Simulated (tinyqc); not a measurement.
# From one set of inputs to another, one input at a time

Model: electroplating on a thin resistive seed layer: kinetics, Wagner number and the terminal effect across a wafer. Computed by tinyqc, a small Python program. Command: `OMP_NUM_THREADS=1 python tinyqc.py 3120935 3120936 out.jsonl terminal ladder`. One thread of a shared host (Intel(R) Xeon(R) Processor @ 2.30GHz), about 0.05 s of CPU time with the checks.

Current enters the seed at the rim. The bath is treated as a local resistance per area (no lateral flow in the liquid), two electrons per ion, molar volume 7.11 cm^3/mol, Faraday constant F = e N_A, kinematic viscosity 0.01 cm^2/s, omega = 2 pi x rpm/60; k_B T/e is in volts.

The inputs printed are set A. Inputs not listed in the table keep their values of set A, so the rows need not describe a real material.

Inputs (values chosen for the exercise, of the order of those for copper plating from an acid sulfate bath): wafer radius R = 7.5 cm; seed thickness t = 110 nm; seed resistivity = 3.1 microohm cm; bath conductivity kappa = 0.32 S/cm; gap to the anode h = 1.4 cm; extra resistance of a porous plate = 0 ohm cm^2; exchange current density i_0 = 1.3 mA/cm^2; cathodic transfer coefficient alpha = 0.55; mean current density = 14 mA/cm^2; diffusivity of the metal ion = 4.3e-06 cm^2/s; metal ion concentration = 0.3 mol/L; rotation rate = 30 rpm; temperature T = 298 K.

Constants: e = 1.602176634e-19 C; N_A = 6.02214076e+23 1/mol; k_B = 8.617333262e-05 eV/K.

Method:
- Growth rate = i V_m/(2 F). Levich limit i_L = 0.62 x 2 F D^(2/3) omega^(1/2) nu^(-1/6) c. Tafel overpotential eta = (k_B T/(alpha e)) ln(i/i_0); kinetic resistance k_B T/(alpha e i); bath resistance h/kappa + plate; R_s = resistivity/t; Wagner number = kinetic resistance x kappa/R.
- Linearised: with R_t = kinetic + bath resistance the current density obeys (1/r)(r i')' = i R_s/R_t, so i = A I_0(r/l), l = sqrt(R_t/R_s); with x = R/l, edge/centre = I_0(x) and edge/mean = x I_0(x)/(2 I_1(x)).
- Voltage drop in the seed for a uniform current: i R_s R^2/4.

Each row keeps all changes above it:
```
input moved                             from     to  edge over centre, linear  length l (cm)  Wagner number
set A                                      -      -                     1.584         5.2305        0.14229
seed thickness t (nm)                    110    8.9                    28.257         1.4878        0.14229
exchange current density i_0 (mA/cm^2)   1.3    1.1                    28.257         1.4878        0.14229
bath conductivity kappa (S/cm)          0.32  0.062                     3.995         2.7277        0.02757
gap to the anode h (cm)                  1.4    8.9                     1.362         6.4938        0.02757
mean current density (mA/cm^2)            14     28                     1.367         6.4569        0.01378
cathodic transfer coefficient alpha     0.55   0.43                     1.366         6.4672        0.01763
seed resistivity (microohm cm)           3.1     14                     3.202         3.0432        0.01763
```

Which inputs carry the difference?

Edge over centre, linear goes from 1.58 to 3.20, a factor 2.02 in all. The largest single move comes from seed thickness t (a factor 17.8), and bath conductivity kappa works against it (a factor 0.141). Length l goes from 5.23 to 3.04, a factor 0.582 in all. The largest single move comes from seed thickness t (a factor 0.284), and gap to the anode h works against it (a factor 2.38). Wagner number goes from 0.142 to 0.0176, a factor 0.124 in all. The largest single move comes from bath conductivity kappa (a factor 0.194), and cathodic transfer coefficient alpha works against it (a factor 1.28). The single moves hold for this order of the switches; the total does not depend on the order.

Caution (all rows): the mean current exceeds 0.3 i_L, so depletion of metal ions, left out of the distribution, matters.

Extremes, crossings and ranges named in words are read from the listed rows.
